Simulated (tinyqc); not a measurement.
Electrons shared among three sets of ellipsoidal valleys: sweeps and comparisons. A value that a table varies takes the place of the one given here.

F_j(eta) = (1/Gamma(j + 1)) integral_0^infinity x^j dx/(1 + exp(x - eta)), which tends to exp(eta) for eta << 0.

Sets X, L, Gamma: N_i = M_i times N = 2 (m kB T/(4 pi c))^(3/2) with c = hbar^2/2m0, in 1/angstrom^3; times 1e24 for 1/cm^3, m = (ml mt^2)^(1/3); n = sum_i N_i F_1/2((EF - dE_i)/kT), energies from the edge of the first set; mu_drift = sum of share times mobility.

Constants: hbar^2/2m0 = 3.80998211 eV angstrom^2; kB = 8.617333262e-05 eV/K.

Values chosen for the exercise (masses and offsets near those of GaP; mobilities are free inputs, held fixed; shifted at random, so the results belong to these values and not to a real crystal): dE = (0, 0.404, 0.573) eV (edges of X, L, Gamma above the first); M = (3, 4, 1) (valleys in each set); ml = (1.99, 1.214, 0.124) m0 (longitudinal masses of X, L, Gamma); mt = (0.2589, 0.1441, 0.124) m0 (transverse masses); mu = (280, 410, 1500) cm^2/(V s) (mobility of each set); n = 6e+18 1/cm^3 (total electron density); T = 600 K.

## Transfer between valleys with temperature

Offsets, masses and mobilities are held fixed; n is fixed too, so the high values of T stand for hot electrons, not for the lattice.

Populations:

| T (K) | EF (eV) | share X | share L | share Gamma | mu_drift |
|---|---|---|---|---|---|
| 77 | 0.0073 | 1.0000 | 0.0000 | 0.0000 | 280 |
| 150 | -0.0034 | 1.0000 | 0.0000 | 0.0000 | 280 |
| 300 | -0.0374 | 1.0000 | 0.0000 | 0.0000 | 280 |
| 450 | -0.0810 | 1.0000 | 0.0000 | 0.0000 | 280 |
| 600 | -0.1311 | 0.9998 | 0.0002 | 0.0000 | 280 |
| 900 | -0.2450 | 0.9968 | 0.0032 | 0.0000 | 280 |
| 1200 | -0.3727 | 0.9882 | 0.0116 | 0.0002 | 282 |
| 2000 | -0.7617 | 0.9458 | 0.0528 | 0.0014 | 289 |

The share of X goes from 1.000 to 0.946 and the mean mobility from 280 to 289 cm^2/(V s). X holds more than L throughout. The share of Gamma is at most 0.0014.

## Transfer between valleys with doping

Parabolic valleys; band tails and gap narrowing are left out.

Populations:

| n (1/cm^3) | EF (eV) | share X | share L | share Gamma | mu_drift |
|---|---|---|---|---|---|
| 1.0e+16 | -0.4632 | 0.9998 | 0.0002 | 0.0000 | 280 |
| 1.0e+17 | -0.3441 | 0.9998 | 0.0002 | 0.0000 | 280 |
| 1.0e+18 | -0.2249 | 0.9998 | 0.0002 | 0.0000 | 280 |
| 3.0e+18 | -0.1676 | 0.9998 | 0.0002 | 0.0000 | 280 |
| 1.0e+19 | -0.1037 | 0.9998 | 0.0002 | 0.0000 | 280 |
| 3.0e+19 | -0.0423 | 0.9997 | 0.0003 | 0.0000 | 280 |
| 1.0e+20 | 0.0361 | 0.9996 | 0.0004 | 0.0000 | 280 |

The share of X stays near 1.000, so the mean mobility hardly moves. X holds more than L throughout. The share of Gamma is at most 9.6e-07.

## Moving the second set by strain or alloying

The second entry of dE is replaced by the values listed; a negative value puts that set lowest.

Populations:

| offset (eV) | EF (eV) | share X | share L | share Gamma | mu_drift |
|---|---|---|---|---|---|
| -0.100 | -0.2142 | 0.2047 | 0.7953 | 0.0000 | 383 |
| -0.050 | -0.1792 | 0.4003 | 0.5997 | 0.0000 | 358 |
| 0.000 | -0.1552 | 0.6331 | 0.3669 | 0.0000 | 328 |
| 0.025 | -0.1473 | 0.7352 | 0.2648 | 0.0000 | 314 |
| 0.050 | -0.1417 | 0.8174 | 0.1826 | 0.0000 | 304 |
| 0.100 | -0.1354 | 0.9211 | 0.0789 | 0.0000 | 290 |
| 0.150 | -0.1328 | 0.9684 | 0.0316 | 0.0000 | 284 |
| 0.200 | -0.1317 | 0.9877 | 0.0123 | 0.0000 | 282 |
| 0.300 | -0.1312 | 0.9982 | 0.0018 | 0.0000 | 280 |

The share of X goes from 0.205 to 0.998 and the mean mobility from 383 to 280 cm^2/(V s). X and L hold equal numbers between offset = -0.05 and 0 eV. The share of Gamma is at most 6.3e-07. With Boltzmann statistics the first two sets are equal at kT ln(N_2/N_1) = -0.0282 eV.

## What moves the populations

All else solved anew. Each row changes one parameter from the base and keeps the others.

Results:

| case | EF (eV) | share X | share L | share Gamma | mu_drift (cm^2/(V s)) |
|---|---|---|---|---|---|
| base | -0.1311 | 0.9998 | 0.0002 | 0.0000 | 280 |
| T = 650 K | -0.1489 | 0.9996 | 0.0004 | 0.0000 | 280 |
| n = 1.8e+19 1/cm^3 | -0.0715 | 0.9997 | 0.0003 | 0.0000 | 280 |
| dE = (0, 0.3232, 0.573) eV | -0.1311 | 0.9989 | 0.0011 | 0.0000 | 280 |
| mt = (0.2589, 0.1729, 0.124) m0 | -0.1311 | 0.9997 | 0.0003 | 0.0000 | 280 |
| ml = (1.99, 1.4568, 0.124) m0 | -0.1311 | 0.9997 | 0.0003 | 0.0000 | 280 |
| mu = (336, 410, 1500) cm^2/(V s) | -0.1311 | 0.9998 | 0.0002 | 0.0000 | 336 |

The largest shifts from the base row, up to three for each result and ties (the steps differ in size, so this ranks the rows, not the parameters). EF (eV): n +0.0596, T -0.0178; unchanged at the printed digits by dE, mt, ml and mu. share X: dE -0.0009, T -0.0002, mt -0.0000, ml -0.0000, n -0.0000; unchanged at the printed digits by mu. share L: dE +0.0009, T +0.0002, mt +0.0000, ml +0.0000, n +0.0000; unchanged at the printed digits by mu. share Gamma: unchanged at the printed digits by T, n, dE, mt, ml and mu. mu_drift (cm^2/(V s)): mu +56; unchanged at the printed digits by T, n, dE, mt and ml.

Program tinyqc; command `OMP_NUM_THREADS=1 python tinyqc.py 1651501 1651502 out.jsonl`; about 0.01 s on one thread of a shared Intel(R) Xeon(R) Processor @ 2.30GHz.
